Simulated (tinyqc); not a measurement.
Relaxation at fixed composition: composition and strain of an epitaxial Si(1-x)Ge(x) layer from Raman and X-ray peaks. Computed by tinyqc, a small Python program. Command: `OMP_NUM_THREADS=1 python tinyqc.py 3008719 3008720 out.jsonl epiraman walk`. One thread of a shared host (Intel(R) Xeon(R) Processor @ 2.30GHz), about 0.01 s of CPU time with the checks.

A (001) layer, biaxially strained in the plane. The Raman peaks follow empirical lines omega = w0 + c1 x + c3 x^3 + b eps (c3 for Si-Ge alone), with eps the in-plane strain.

Inputs (values chosen for the exercise, modelled on silicon-germanium):
```
quantity                        value      unit
Ge fraction x                    0.14         -
lattice constant of Si          5.431  angstrom
lattice constant of Ge          5.658  angstrom
bowing B                        0.028  angstrom
2 C12/C11 of Si                 0.773         -
2 C12/C11 of Ge                 0.748         -
Si-Si: w0                       520.6      1/cm
Si-Si: c1                       -65.3      1/cm
Si-Si: strain coefficient b      -711      1/cm
Ge-Ge: w0                       280.6      1/cm
Ge-Ge: c1                        19.8      1/cm
Ge-Ge: strain coefficient b      -440      1/cm
X-ray wavelength             1.540598  angstrom
```

Substrate: germanium.

Method:
- Relaxed lattice constant a(x) = a_Si + (a_Ge - a_Si) x - B x (1 - x).
- In-plane constant a_par = a_sub + R (a(x) - a_sub); eps = a_par/a(x) - 1; eps_perp = -(2 C12/C11) eps with 2 C12/C11 linear in x; a_perp = a(x) (1 + eps_perp).
- (004) Bragg angle theta = arcsin(2 lambda/a), with a = a_perp for the layer and a_sub for the substrate; separation = layer less substrate. The apparent x is the one that a fully strained layer (R = 0) would need to give the same a_perp.

Signatures; columns: (1) R; (2) eps (per mille); (3) Si-Si (1/cm); (4) Ge-Ge (1/cm); (5) a_perp (angstrom); (6) (004) separation (arcsec); (7) apparent x if R = 0 is assumed:
```
(1)      (2)     (3)     (4)     (5)     (6)      (7)
0.00  36.376  485.59  267.37  5.3066  8999.1  0.14000
0.15  30.920  489.47  269.77  5.3295  8367.1  0.20134
0.30  25.463  493.35  272.17  5.3524  7741.8  0.26181
0.50  18.188  498.53  275.37  5.3830  6918.5  0.34114
0.70  10.913  503.70  278.57  5.4136  6106.7  0.41908
0.85   5.456  507.58  280.97  5.4365  5505.3  0.47666
1.00   0.000  511.46  283.37  5.4594  4910.1  0.53353
```

What does the comparison show, and why?

Full relaxation moves the Si-Si peak by +25.86 per cm and shrinks the X-ray separation to 55 % of its strained value, about 1/(1 + 2 C12/C11). A symmetric reflection alone cannot part x from R: a relaxed layer read as strained gives x = 0.534 in place of 0.14. An asymmetric reflection or a second peak is needed.

Extremes, crossings and ranges named in words are read from the listed rows.
